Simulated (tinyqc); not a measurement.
Quantum-well laser, gain and threshold: one step of the calculation.

One electron and one heavy-hole subband per well, parabolic, with equal sheet densities n of electrons and holes; k-conserving transitions, TE polarisation, no line broadening, so the gain starts as a step at E0 and peaks there. All wells are pumped alike.

Question. Threshold density by Newton steps. fe = 1 - exp(-n/Nc) and fh = 1 - exp(-n/Nv) are the fillings of the two band edges; f = g0 (fe + fh - 1) - gth; f' = g0 [(1 - fe)/Nc + (1 - fh)/Nv]; n(new) = n - f/f'.

n at the start = 1.1e12 cm^-2
Nc = 2.5072128e12 cm^-2
Nv = 1.1855715e13 cm^-2
g0(E0) = 12546.377 1/cm
gth = 694.52315 1/cm

Give: fe; fh; f; f'; n after iteration 1.

Answer.

fe = 0.35515
fh = 0.088608
f = -7673.4 1/cm
f' = 4.1914e-9 cm
n after iteration 1 = 2.9307e12 cm^-2

Range of the model: The second hole subband, left out here, lies within about 2 Vt of the first in a well this wide. Polarisation fields, which separate electrons and holes in nitride wells and lower the gain, are left out.

Program tinyqc, `OMP_NUM_THREADS=1 python tinyqc.py 2840126 2840127 out.jsonl`; Intel Xeon 2.30GHz, shared host, one thread, about 0.01 s.
